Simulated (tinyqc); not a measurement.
# MOSFET in the linear regime without short-channel effects, parameter extraction from computed curves, step by step

Program tinyqc, `OMP_NUM_THREADS=1 python tinyqc.py 2210134 2210135 out.jsonl`; Intel Xeon 2.30GHz, shared host, one thread, about 0.01 s. Printed values are rounded.

Inversion charge Q = Cox n Vt W0(exp((Vg - VT)/(n Vt))), W0 the Lambert function and n = nf; u = Q/Cox; mobility mu = mu0/(1 + th1 u + th2 u^2); channel resistance Rch = (L - dL)/(W mu Q); Id = Vd/(Rch + Rsd/W). Cox = eps0 eox/tox. Small Vd, no channel-length or drain effects.

Parameters, values chosen for the exercise; channel values of the order met in silicon transistors: temperature T = 200 K; relative permittivity of the gate insulator (close to silicon nitride) eox = 7.66; insulator thickness tox = 6.3 nm; low-field mobility mu0 = 190 cm^2/(V s); first mobility attenuation factor th1 = 0.64 1/V; second mobility attenuation factor th2 = 0 1/V^2; threshold voltage VT = 0.36 V; body factor nf = 1.07; gate width W = 1 um; drawn gate length L = 0.35 um; drawn less effective length dL = 0.015 um; source plus drain resistance Rsd = 320 ohm um; drain voltage Vd = 0.025 V.

Constants: q = 1.602176634e-19 C, kB = 1.380649e-23 J/K, Vt = kB T/q, eps0 = 8.8541878128e-14 F/cm where lengths are in cm. Results are converted to the units shown.

## Transfer curve

| point | Vg (V) |
|---|---|
| 0 | 0.2 |
| 1 | 0.28 |
| 2 | 0.36 |
| 3 | 0.44 |
| 4 | 0.52 |
| 5 | 0.6 |
| 6 | 0.68 |
| 7 | 0.76 |
| 8 | 0.84 |
| 9 | 0.92 |

u, mu, Rch and Id as defined.

| point | u (V) | mu (cm^2/(V s)) | Rch (ohm) | Id (uA) |
|---|---|---|---|---|
| 0 | 3.14524e-6 | 190.000 | 5.20716e8 | 4.80108e-5 |
| 1 | 2.37770e-4 | 189.971 | 6.88910e6 | 0.00362875 |
| 2 | 0.0104587 | 188.737 | 1.57642e5 | 0.158266 |
| 3 | 0.0586603 | 183.125 | 28967.8 | 0.853597 |
| 4 | 0.124746 | 175.952 | 14177.0 | 1.72449 |
| 5 | 0.196378 | 168.787 | 9388.07 | 2.57518 |
| 6 | 0.270475 | 161.964 | 7103.36 | 3.36775 |
| 7 | 0.345937 | 155.559 | 5782.50 | 4.09668 |
| 8 | 0.422260 | 149.577 | 4926.77 | 4.76484 |
| 9 | 0.499174 | 143.997 | 4329.14 | 5.37733 |

## Threshold and mobility at the peak transconductance

gm_i = (Id_(i+1) - Id_(i-1))/(Vg_(i+1) - Vg_(i-1)); at the point j of largest gm the tangent meets the axis at V_ext = Vg_j - Id_j/gm_j; field-effect mobility gm_j L/(W Cox Vd) with the drawn L.

| point | gm (uS) |
|---|---|
| 1 | 0.988862 |
| 2 | 5.31230 |
| 3 | 9.78890 |
| 4 | 10.7599 |
| 5 | 10.2703 |
| 6 | 9.50943 |
| 7 | 8.73183 |
| 8 | 8.00406 |

j = 4
V_ext = 0.359729 V
field-effect mobility = 139.926 cm^2/(V s)

V_ext is 0.27 mV below the model VT, and the mobility so found is 30 % below mu0 L/(L - dL) = 199 cm^2/(V s), the value for the drawn L; attenuation, series resistance and the slow approach of Q to a straight line all lower the peak gm.

## The Y function

Y_i = Id_i/sqrt(gm_i). For Id = beta Vd x/(1 + th x), x = Vg - VT, Y = sqrt(beta Vd) x whatever th. Slope s from points 5 and 8; VT_Y = Vg - Y/s at point 8; beta = s^2/Vd; mobility beta L/(W Cox) with the drawn L; th* = (beta Vd x/Id - 1)/x at point 8.

| point | Y (uA^0.5 V^0.5) |
|---|---|
| 1 | 0.00364913 |
| 2 | 0.0686666 |
| 3 | 0.272826 |
| 4 | 0.525723 |
| 5 | 0.803553 |
| 6 | 1.09210 |
| 7 | 1.38637 |
| 8 | 1.68420 |

s = 3.66935 uA^0.5 V^-0.5
VT_Y = 0.381010 V
beta = 538.566 uA/V^2
mobility from Y = 175.093 cm^2/(V s)
th* = 0.647034 1/V

The mobility from Y is 12 % below mu0 L/(L - dL) = 199 cm^2/(V s), which it should reach in deep inversion when th2 = 0. th* compares with th1 + mu0 Cox Rsd/(L - dL) = 0.835 1/V, since series resistance enters like th1. The match is poor here: at these overdrives Q is not yet a straight line in Vg.
